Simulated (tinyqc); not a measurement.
# Threshold spread from leakage statistics

Problem. VT is Gaussian with standard deviation s and Ioff goes as exp(-VT/(n Vt)), so Ioff is log-normal: mean/median = exp(w^2/2) with w = s/(n Vt). Find w, s, the relative standard deviation sqrt(exp(w^2) - 1) and the share of devices that leak more than the mean, erfc(w/(2 sqrt(2)))/2.

Parameters, values chosen for the exercise:
- T = 273 K (temperature)
- n = 1.24 (subthreshold factor)

Constants: q = 1.602176634e-19 C, kB = 1.380649e-23 J/K, Vt = kB T/q. Results are converted to the units shown.

mean/median of the off current = 1.5565578

Answer. w = sqrt(2 ln(mean/median)); the mean lies w/2 standard deviations out in ln Ioff.

w = 0.941
s = 27.4 mV
relative standard deviation = 1.19
share above the mean = 31.9 %

Numbers from tinyqc (`OMP_NUM_THREADS=1 python tinyqc.py 2090156 2090157 out.jsonl`; about 0.01 s on one thread of a shared Intel Xeon 2.30GHz).
